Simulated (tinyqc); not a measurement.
# Worked calculation: energy and delay of logic against supply voltage

Numbers from tinyqc (`OMP_NUM_THREADS=1 python tinyqc.py 2082172 2082173 out.jsonl`; about 0.01 s on one thread of a shared Intel Xeon 2.30GHz). Printed values are rounded.

One expression serves below and above threshold: I(Vg) = Ik [ln(1 + exp((Vg - VT + dd V)/(al nf Vt)))]^al, with I_on = I(V) and I_off = I(0). Gate delay td = kd C V/I_on, clock period LD td. Per gate and cycle the switching energy is act C V^2 and the leakage energy I_off V LD td. No short-circuit current, no variation. Minima are sought above 0.09 V; below a few Vt gates no longer switch and the model has no meaning.

Parameters, values chosen for the exercise; values of the order met in logic technologies: temperature T = 330 K; threshold voltage at zero drain bias VT = 0.19 V; slope factor nf = 1.23; barrier lowering per volt of supply dd = 0.03; specific current of a gate Ik = 0.35 uA; exponent of the current law al = 1.89; load capacitance of a gate C = 0.33 fF; delay factor kd = 0.6; logic depth LD = 40; activity factor act = 0.05; supply voltage V = 0.5 V.

Constants: q = 1.602176634e-19 C, kB = 1.380649e-23 J/K, Vt = kB T/q. Results are converted to the units shown.

## Currents, delay and energies

I_on, I_off, td, clock frequency 1/(LD td), both energies and their sum.

I_on = 7.11977 uA
I_off = 2.20273 nA
td = 13.9049 ps
clock frequency = 1.79792 GHz
switching energy = 4.125 aJ
leakage energy = 0.612576 aJ
energy = 4.73758 aJ

I_on/I_off = 3230; leakage makes up 12.9 % of the energy.

## Starting value

V = 0.34 V.

V at the start = 0.34 V

## Iteration 1: new V

Minimum-energy supply: E(V) is the energy per gate and cycle; with h = 0.001 V, E' = (E(V + h) - E(V - h))/(2 h), E'' = (E(V - h) - 2 E(V) + E(V + h))/h^2, V(new) = V - E'/E''.

E' = 7.60725 aJ/V
E'' = 74.8130 aJ/V^2
V after iteration 1 = 0.238316 V

## Iteration 2: new V

As before.

E' = -4.98161 aJ/V
E'' = 199.553 aJ/V^2
V after iteration 2 = 0.263280 V

## Course of the iteration

Stop when the step is below 1e-9 V, or after 40 iterations.

Course of the iteration:
```
iteration	V before the step (V)	step (V)
1	0.34	-0.102
2	0.238316	0.0250
3	0.263280	3.95e-3
4	0.267233	8.54e-5
5	0.267318	3.78e-8
6	0.267318	-4.00e-13
```

Converged in 6 iterations. There leakage makes up 52.6 % of the energy and the clock runs at 371 MHz.
